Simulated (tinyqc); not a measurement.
Narrowing against degeneracy: heavy doping: gap narrowing, degeneracy and the minority density.

F_j(eta) = (1/Gamma(j + 1)) integral_0^infinity x^j dx/(1 + exp(x - eta)), which tends to exp(eta) for eta << 0.

Empirical narrowing (Slotboom form, constants chosen for the exercise; published fits of this form give the apparent narrowing, here it is taken as the true one): dEg = E0 [ln(N/N0) + sqrt(ln(N/N0)^2 + C)].

Majority: N = Nc F_1/2(eta), eta the distance of EF beyond the majority band edge in kT. Degeneracy factor gam = F_1/2(eta)/exp(eta). ni0^2 = Nc Nv exp(-Eg/kT); product n p = ni0^2 gam exp(dEg/kT), dEg the true narrowing; apparent narrowing dEa = dEg + kT ln gam; minority density = n p/N.

Constants: kB = 8.617333262e-05 eV/K.

Values chosen for the exercise (gap and densities of states near those of Si at this temperature; narrowing constants near the fits for Si; not measured data): Eg = 1.137 eV (gap); Nc = 2.08e+19 1/cm^3 (conduction-band density of states); Nv = 8.6e+18 1/cm^3 (valence-band density of states); T = 250 K; E0 = 6.48 meV (narrowing scale); N0 = 1.4e+17 1/cm^3 (onset density); C = 0.5 (smoothing constant).

N takes the values listed; the last column is N over the factor gam exp(dEg/kT), the doping that a simple model would need to give the same minority density.

Results:

| N (1/cm^3) | eta | gam | dEg (meV) | dEa (meV) | minority (1/cm^3) | effective doping (1/cm^3) |
|---|---|---|---|---|---|---|
| 6.0e+16 | -5.85 | 0.999 | 1.7 | 1.6 | 0.0386 | 5.56e+16 |
| 2.0e+17 | -4.64 | 0.997 | 7.4 | 7.4 | 0.0151 | 1.42e+17 |
| 6.0e+17 | -3.54 | 0.990 | 19.9 | 19.7 | 0.00892 | 2.40e+17 |
| 2.0e+18 | -2.31 | 0.967 | 35.1 | 34.3 | 0.00528 | 4.06e+17 |
| 6.0e+18 | -1.14 | 0.903 | 49.1 | 46.9 | 0.00316 | 6.79e+17 |
| 2.0e+19 | 0.30 | 0.715 | 64.6 | 57.4 | 0.00154 | 1.39e+18 |
| 2.0e+20 | 5.31 | 0.0477 | 94.4 | 28.8 | 4.09e-05 | 5.25e+19 |
| 4.0e+20 | 8.58 | 0.00361 | 103.3 | -17.8 | 2.34e-06 | 9.16e+20 |

Give the missing row, N (1/cm^3) = 6.0e+19.

Computed row:
```
N (1/cm^3)   eta    gam  dEg (meV)  dEa (meV)  minority (1/cm^3)  effective doping (1/cm^3)
6.0e+19     2.04  0.375       78.8       57.7           0.000520                   4.13e+18
```

dEg grows steadily to 103.3 meV, while the apparent value peaks at 57.7 meV for N = 6e+19 and falls to -17.8 meV as the Fermi level enters the band (a negative value is not met in measurements: parabolic bands with a fixed mass overstate the filling). N grows by a factor 33 from the third to the sixth row and the effective doping by 5.8: net of degeneracy, narrowing takes away 83 % of the factor gained by heavier doping.

tinyqc: `OMP_NUM_THREADS=1 python tinyqc.py 1682625 1682626 out.jsonl`; about 0.01 s, one thread, shared Intel(R) Xeon(R) Processor @ 2.30GHz.
